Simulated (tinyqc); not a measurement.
Reverse leakage of an n+-p junction: diffusion, generation, trap-assisted and band-to-band tunnelling: one step of the calculation.

One-sided abrupt junction in the depletion approximation, x from the junction (0) to W on the p side, field F = F0 (1 - x/W). Flat quasi-Fermi levels, long p side. Traps generate through SRH with both lifetimes shortened by 1 + Gamma (Hurkx enhancement, form for moderate fields); band-to-band generation is local and needs a total bending above Eg.

Question. Current components. u = (Vbi + VR)(1 - x/W)^2, p = Na exp(-u/Vt), n = Nd exp((u - Vbi - VR)/Vt); G0 = ni^2 (1 - exp(-VR/Vt))/(tau (n + p + 2 ni cosh(Et/Vt))); Gamma = 2 sqrt(3 pi)(F/FG) exp((F/FG)^2); trap-assisted part G0 Gamma; G_bb = Ab F^2.5 exp(-Bb/F) with F in V/cm, zero unless Vbi + VR > Eg. 15 equal steps.

Each current is q times the trapezoid sum of its rate; J adds J_diff; J_bb under 1e-8 of the sum is given as 0.

Constants: q = 1.602176634e-19 C. Results are converted to the units shown.

```
point     x (nm)  G0 (cm^-3 s^-1)  G0 Gamma (cm^-3 s^-1)  G_bb (cm^-3 s^-1)
0       0.000000      1.1237781e9           1.2670289e11       3.7759946e18
1       2.693463     6.8806296e11           5.2730148e13       5.2203428e17
2       5.386925     1.9633827e14           1.0400077e16       5.3967509e16
3       8.080388     7.0441665e14           2.6204865e16       3.8839296e15
4      10.773850     7.1168342e14           1.8872560e16       1.7654370e14
5      13.467313     7.1171537e14           1.3637513e16       4.4241846e12
6      16.160775     7.1084353e14           9.9591053e15       5.0247700e10
7      18.854238     6.7550374e14           6.9854416e15        1.9289933e8
8      21.547700     2.8664688e14           2.2013601e15                 ~0
9      24.241163     2.6031409e13           1.4864894e14                 ~0
10     26.934625     2.3602606e12           9.9588067e12                 ~0
11     29.628088     3.2296877e11           9.8800622e11                 ~0
12     32.321550     6.8628271e10           1.4585545e11                 ~0
13     35.015013     2.2696065e10           3.0446367e10                 ~0
14     37.708475     1.1684469e10            7.5843408e9                 ~0
15     40.401938      9.3647092e9                      0                  0
```

J_diff = 1.3420089e-11 A/cm^2

Wanted: J_SRH; J_TAT; J_bb; J.

Answer.

J_SRH = 1.738e-10 A/cm^2
J_TAT = 3.818e-9 A/cm^2
J_bb = 1.065e-7 A/cm^2
J = 1.105e-7 A/cm^2

tinyqc, about 0.01 s, one thread, Intel Xeon 2.30GHz (shared host): `OMP_NUM_THREADS=1 python tinyqc.py 2290099 2290100 out.jsonl`

~0 in a residual or rate marks an entry under 1e-11 of the largest of its column.
